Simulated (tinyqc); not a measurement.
Schottky barrier on an n-type semiconductor, non-linear Poisson equation by Newton steps: two steps of the calculation.

One dimension, metal at x = 0, donor density C(x) = Nd, uniform. Energies are counted from the electron Fermi level of the semiconductor and the conduction-band edge is Ec = -psi, so n = Nc exp(psi/Vt); holes follow the Fermi level of the metal, at -V, so p = Nv exp((V - psi - Eg)/Vt). Ends: psi(0) = V - phiB and psi = Vt ln(Nd/Nc) deep inside. Boltzmann statistics, full ionisation, no current, no image force in the Poisson equation.

Parameters, values chosen for the exercise; band and dielectric values close to those of In0.53Ga0.47As: temperature T = 300 K; band gap Eg = 0.754 eV; relative permittivity eps_r = 13.7; conduction-band density of states at T Nc = 2.13e17 cm^-3; valence-band density of states at T Nv = 7.68e18 cm^-3; bias of the metal against the semiconductor V = 0 V.

Constants: q = 1.602176634e-19 C, kB = 1.380649e-23 J/K, Vt = kB T/q, eps0 = 8.8541878128e-14 F/cm where lengths are in cm. Results are converted to the units shown.

Question 1. Densities, residual and Jacobian diagonal. n_i = Nc exp(psi_i/Vt), p_i = Nv exp((V - psi_i - Eg)/Vt), rho_i = p_i - n_i + C_i, g_i = (n_i + p_i)/Vt. Box widths w_i = (h_(i-1) + h_i)/2 in cm. Residual F_i = a_i (psi_(i+1) - psi_i) - a_(i-1) (psi_i - psi_(i-1)) + q rho_i w_i; Jacobian: a_(i-1) and a_i beside the diagonal, b_i = -a_(i-1) - a_i - q g_i w_i on it. The two end nodes are fixed.

```
node  x (nm)  psi after iteration 1 (V)  donor density C (cm^-3)
0          0                -0.48000000                   2.2e16
1         16                -0.40645553                   2.2e16
2       34.5                -0.33069749                   2.2e16
3       55.9                -0.25546955                   2.2e16
4       80.6                -0.18517686                   2.2e16
5        109                -0.12611500                   2.2e16
6        142                -0.08513220                   2.2e16
7        180                -0.06646564                   2.2e16
8        224                -0.06061748                   2.2e16
9        275                -0.05908595                   2.2e16
10       334                -0.05875655                   2.2e16
11       403                -0.05869920                   2.2e16
12       481                -0.05869050                   2.2e16
```

coupling a_i, interval 0 to 11 (F/cm^2): [7.5813983e-7, 6.5568850e-7, 5.6683352e-7, 4.9110272e-7, 4.2712103e-7, 3.6758295e-7, 3.1921677e-7, 2.7568721e-7, 2.3784779e-7, 2.0559724e-7, 1.7580054e-7, 1.5551586e-7]

Wanted: n; p; residual F; diagonal b.

Answer 1.

```
node  n (cm^-3)  p (cm^-3)
0       1.840e9   1.916e14
1      3.164e10   1.114e13
2      5.928e11   5.946e11
3      1.088e13   3.239e10
4      1.650e14    2.136e9
5      1.621e15    2.174e8
6      7.911e15    4.455e7
7      1.629e16    2.164e7
8      2.042e16    1.726e7
9      2.167e16    1.627e7
10     2.194e16    1.606e7
11     2.199e16    1.603e7
12     2.200e16    1.602e7
```

```
node  residual F (1e-9 C/cm^2)  diagonal b (F/cm^2)
1                        0.000            -1.414e-6
2                        0.000            -1.223e-6
3                        0.000            -1.058e-6
4                       -0.006            -9.209e-7
5                       -0.138            -8.255e-7
6                       -1.092            -8.608e-7
7                       -0.593            -1.009e-6
8                       -0.045            -1.115e-6
9                       -0.002            -1.182e-6
10                       0.000            -1.252e-6
11                       0.000            -1.333e-6
```

Question 2. Converged densities, field and barrier lowering. n and p as above; E_i = -(psi_(i+1) - psi_i)/h_i; at the metal |E_0| = |E on interval 0| + q rho_0 (h_0/2)/(eps0 eps_r), rho_0 = p_0 - n_0 + C_0; image-force lowering dphi = sqrt(q |E_0|/(4 pi eps0 eps_r)).

```
node  x (nm)  converged psi (V)  donor density C (cm^-3)
0          0        -0.48000000                   2.2e16
1         16        -0.40680938                   2.2e16
2       34.5        -0.33146057                   2.2e16
3       55.9        -0.25670602                   2.2e16
4       80.6        -0.18695978                   2.2e16
5        109        -0.12852255                   2.2e16
6        142        -0.08808265                   2.2e16
7        180        -0.06813953                   2.2e16
8        224        -0.06109619                   2.2e16
9        275        -0.05918727                   2.2e16
10       334        -0.05877357                   2.2e16
11       403        -0.05870145                   2.2e16
12       481        -0.05869050                   2.2e16
```

Find: n; p; field E; |E_0| at the metal; image-force lowering.

Answer 2.

```
node  n (cm^-3)  p (cm^-3)
0      1.8396e9  1.9159e14
1     3.1209e10  1.1293e13
2     5.7556e11  6.1237e11
3     1.0373e13  3.3977e10
4     1.5403e14   2.2883e9
5     1.4767e15   2.3867e8
6     7.0576e15   4.9939e7
7     1.5265e16   2.3089e7
8     2.0045e16   1.7583e7
9     2.1581e16   1.6331e7
10    2.1929e16   1.6072e7
11    2.1991e16   1.6027e7
12    2.2000e16   1.6020e7
```

field E, interval 0 to 11 (kV/cm): [-45.744, -40.729, -34.932, -28.237, -20.576, -12.255, -5.248, -1.601, -0.374, -0.070, -0.010, -0.001]
|E_0| at the metal = 48.089 kV/cm
image-force lowering = 22.482 mV

tinyqc, about 0.04 s, one thread, Intel Xeon 2.30GHz (shared host): `OMP_NUM_THREADS=1 python tinyqc.py 2020121 2020122 out.jsonl`
